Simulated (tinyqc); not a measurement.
Worked calculation: one-electron ion in a basis of Gaussians. Computed by tinyqc, a small Python program that keeps every step. Settings: Z = 1, l = 2. Command: `OMP_NUM_THREADS=1 python tinyqc.py 21929 21930 out.jsonl` (the two numbers bound the seeds that draw the settings). One thread of a shared host (Intel(R) Xeon(R) Processor @ 2.60GHz), about 0.01 s of CPU time with the checks.

## Matrices over normalised Gaussians

exponents of r^l exp(-a r^2) (1/bohr^2): 0.005392  0.014610  0.039610  0.107300

Z = 1

l = 2

With p = a_i + a_j and I(k) = Gamma((k+1)/2) / (2 p^((k+1)/2)): S = I(2l+2), T = (2l+3) a_i a_j S / p, V = -Z I(2l+1), each divided by sqrt(S_ii S_jj).

S, lower triangle:
```
          1         2         3         4
1  1.000000
2  0.658488  1.000000
3  0.220808  0.658178  1.000000
4  0.050827  0.220879  0.658617  1.000000
```

T (hartree), lower triangle:
```
          1         2         3         4
1  0.018872
2  0.018154  0.051135
3  0.007336  0.049174  0.138635
4  0.001827  0.019882  0.133378  0.375550
```

V (hartree), lower triangle:
```
           1          2          3          4
1  -0.062495
2  -0.056045  -0.102871
3  -0.028189  -0.092231  -0.169384
4  -0.010268  -0.046412  -0.151919  -0.278785
```

## Generalised eigenproblem

H = T + V (hartree), lower triangle:
```
           1          2          3         4
1  -0.043623
2  -0.037891  -0.051736
3  -0.020854  -0.043057  -0.030749
4  -0.008442  -0.026530  -0.018541  0.096765
```

Solve H C = S C e through S^(-1/2); each column has its largest component positive (the first on a tie).

eigenvalues of S: 0.112761  0.424149  1.178235  2.284855

eigenvalues (hartree): -0.055518  -0.029711  0.022371  0.229578

coefficients:
```
          1          2          3          4
1  0.257140   1.208788  -0.732882   0.277696
2  0.645163  -0.727437   1.587660  -0.804767
3  0.227677  -0.221125  -1.353492   1.477203
4  0.042985  -0.046801  -0.028127  -1.462013
```

For Z = 1 and l = 2 the exact lowest level is -Z^2/(2 n^2) with n = l + 1: -0.055556 hartree.
